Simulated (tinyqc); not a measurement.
Read current of a NAND string, cells in series solved by shooting: one step of the calculation.

Cells in series, numbered from 0 at the source line (0 V) to the bit line, each followed by a gap resistance Rg. A cell with gate Vg, threshold VT, source Vs and drain Vd passes I = 2 nf K Vt^2 [F(Vs) - F(Vd)]/(1 + th max(Vg - VT, 0)), F(V) = ln^2(1 + exp((Vg - VT - nf V)/(2 nf Vt))). The selected cell has Vg = Vr, the others Vg = Vp.

Problem. Node voltages for a trial current. For a trial current I start at 0 V and, cell by cell (the selected one is cell 1), solve for the drain: sqrt(F(Vd)) = sqrt(F(Vs) - I/k), k = 2 nf K Vt^2/(1 + th max(Vg - VT, 0)), Vd = [Vg - VT - 2 nf Vt ln(exp(sqrt F) - 1)]/nf, then add I Rg.

Parameters, values chosen for the exercise; values of the order met in vertical NAND strings:

| symbol | value | unit | meaning |
|---|---|---|---|
| T | 300 | K | temperature |
| K | 14 | uA/V^2 | gain factor of a cell |
| nf | 1.3 |  | slope factor |
| th | 0.18 | 1/V | mobility reduction factor |
| Rg | 2.2 | kohm | resistance of the gap between cells |
| Vbl | 0.3 | V | bit-line voltage |
| Vp | 5.8 | V | pass voltage |
| Vr | 3.54 | V | read voltage on the selected word line |

Constants: q = 1.602176634e-19 C, kB = 1.380649e-23 J/K, Vt = kB T/q. Results are converted to the units shown.

first trial current = 0.79 uA
thresholds from the source end, cell 0 to 3 (V): [-1.8, 2.6, 4.3, -1.8]

Find: node voltage after each cell and gap, trial 1.

Solution.

node voltage after each cell and gap, trial 1, cell 0 to 3 (V): [0.019346, 0.097332, 0.15260, 0.17242]

Computed by the program tinyqc: `OMP_NUM_THREADS=1 python tinyqc.py 2142066 2142067 out.jsonl`, one thread of a shared Intel Xeon 2.30GHz, about 0.9 s for the whole run.
